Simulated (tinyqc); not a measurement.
# FinFET, parasitic resistance, capacitance and delay: effect of the fin height

Nf fins under one contact; each has gated perimeter p = 2 Hf + Wf and cross-section A = Hf Wf; contact width Wc = Nf pf, stack height Hs = Hf. Contact length Lc = CPP - Lg - 2 Lsp, shared by two neighbouring gates. Source and drain sides are equal. The formulas are first-order estimates, not field solutions.

Epitaxy sheet resistance Rsh = re/te, transfer length LT = sqrt(rc/Rsh), contact Rc = [sqrt(rc Rsh)/Wc] coth(Lc/(2 LT)); extension of one fin Rx = rx Lsp/A. With N fins: gate Cg = Cinv p N Lg; per side, plate Cp = ks eps0 [Wc (Hs + Hc) - N A]/Lsp, top fringe Cf = (2/pi) ks eps0 Wc ln(1 + Lg/(2 Lsp)), overlap Co = Cinv p N Lov. One fin: I = p Q vx u/(1 + |u|^1.8)^(1/1.8), Q = Cinv n Vt ln(1 + exp((Vg' - VT + dl Vd')/(n Vt))), u = Vd' mu/(vx Lg), Vg' = Vgs - v, Vd' = Vds - 2 v, with the drop on each side v = Rc (sum of I) + Rx I. Ieff = [I(Vgs = Vdd, Vds = Vdd/2) + I(Vdd/2, Vdd)]/2, total currents. With Cs = Cp + Cf + Co, the load of an inverter of two such devices driving an equal one is CL = 2 (Cg + 2 Cs) + 4 Cs + Cw (own drains counted twice for the Miller effect); delay CL Vdd/(2 Ieff).

Values chosen for this exercise; values close to those of silicon logic devices:
- T = 300 K (temperature)
- Nf = 2 (number of fins)
- Wf = 8 nm (fin width)
- pf = 42 nm (fin pitch)
- CPP = 45 nm (contacted gate pitch)
- Lg = 18 nm (gate length)
- Lsp = 8 nm (spacer length)
- ks = 3.3 (relative permittivity of the spacer)
- Hc = 30 nm (gate height above the channel stack)
- rc = 1.8e-9 ohm cm^2 (contact resistivity)
- re = 0.00027 ohm cm (resistivity of the source-drain epitaxy)
- te = 15 nm (current-carrying depth of the epitaxy)
- rx = 0.00056 ohm cm (resistivity of the extension)
- Lov = 0.5 nm (gate overlap)
- Cinv = 2.8 uF/cm^2 (inversion capacitance)
- vx = 1.4e7 cm/s (injection velocity)
- mu = 290 cm^2/(V s) (apparent mobility)
- VT = 0.2 V (threshold at zero drain voltage)
- dl = 0.064 V/V (barrier lowering)
- n = 1.12 (subthreshold factor)
- Cw = 0.06 fF (wire load)
- Vdd = 0.7 V (supply voltage)

Constants: q = 1.602176634e-19 C, kB = 1.380649e-23 J/K, eps0 = 8.8541878128e-12 F/m, Vt = kB T/q. Results are converted to the units shown.

The same in every row: Rc (ohm) = 393.5.

Effect of the fin height:
```
Hf (nm)  Rx/N (ohm)  Ieff (uA)  CL (aF)  delay (ps)
20            140.0      102.3    290.3      0.9930
30            93.33      135.2    355.0      0.9192
40            70.00      162.8    419.6      0.9021
50            56.00      186.0    484.3      0.9115
60            46.67      205.4    549.0      0.9357
70            40.00      221.7    613.7      0.9688
80            35.00      235.6    678.3       1.008
90            31.11      247.6    743.0       1.050
```

As Hf goes from 20 to 90 nm, Ieff rises from 102 to 248 uA, CL rises from 290 to 743 aF and the delay goes from 0.993 through a minimum of 0.902 (at Hf = 40 nm among the rows listed) to 1.05 ps. From the first row to the last Ieff grows by a factor of 2.42 and CL by 2.56; the first step changes the delay by -7.4 %, the last by 4.2 %.

Numbers from tinyqc (`OMP_NUM_THREADS=1 python tinyqc.py 2170058 2170059 out.jsonl`; about 0.03 s on one thread of a shared Intel Xeon 2.30GHz).
